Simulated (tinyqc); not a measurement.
Four-point probe, van der Pauw, Hall and spreading-resistance readings of a semiconductor layer. From voltage V back to layer thickness t. Computed by tinyqc, a small Python program. Command: `OMP_NUM_THREADS=1 python tinyqc.py 3113223 3113224 out.jsonl probe inv`. One thread of a shared host (Intel(R) Xeon(R) Processor @ 2.30GHz), about 0.04 s of CPU time with the checks.

The layer is uniform and ohmic; contacts are points unless a radius is given.

Inputs (values chosen for the exercise, modelled on n-type silicon):
```
quantity,value,unit
carrier density n,1.5e+16,1/cm^3
drift mobility mu,1080,cm^2/(V s)
probe spacing s,1.588,mm
current I,1,mA
```

Backing of the layer: conducting.

Constants: e = 1.602176634e-19 C.

Method:
- rho = 1/(e n mu); R_s = rho/t.
- Collinear probes with equal spacing on a layer with conducting backing: images at depth 2 m t give V = (rho I/(2 pi s)) G, G = 1 + 4 sum_(m>=1) (-1)^m [1/sqrt(1 + (2 m u)^2) - 1/sqrt(4 + (2 m u)^2)], u = t/s; the sum runs to m = 20000, with the last term halved.
- Limits: thick, rho = 2 pi s V/I; thin on an insulator, rho = (pi/ln 2) t V/I.

Question. A run gave the result below. Find the layer thickness t, known to lie between 2800 and 5100 micrometre.

voltage V = 0.3743279 mV

Answer.

Each step takes the trial c = (a f_b - b f_a)/(f_b - f_a), f being the result less the target and a, b, c the logarithms of the listed values; c replaces end b, the old b replaces a if the sign of f changed, and otherwise f_a is halved.

Scan of the range:
```
layer thickness t (micrometre),voltage V (mV)
2800,0.350535
3090,0.358355
3420,0.364778
3780,0.369764
4180,0.373674
4610,0.376625
5100,0.378968
```

False position (Illinois rule, in the logarithm of the input) inside the bracket:
```
step,end a,end b,trial,voltage V (mV)
1,4180.00,4610.00,4271.72,0.374394
2,4180.00,4271.72,4256.16,0.374276
3,4271.72,4256.16,4263.02,0.374328
4,4256.16,4263.02,4263.00,0.374328
```

Voltage V rises at every point of a 13-point scan of the range (every second point is shown), so one value fits; it is bracketed by 4180 and 4610. Answer: layer thickness t = 4263 micrometre.
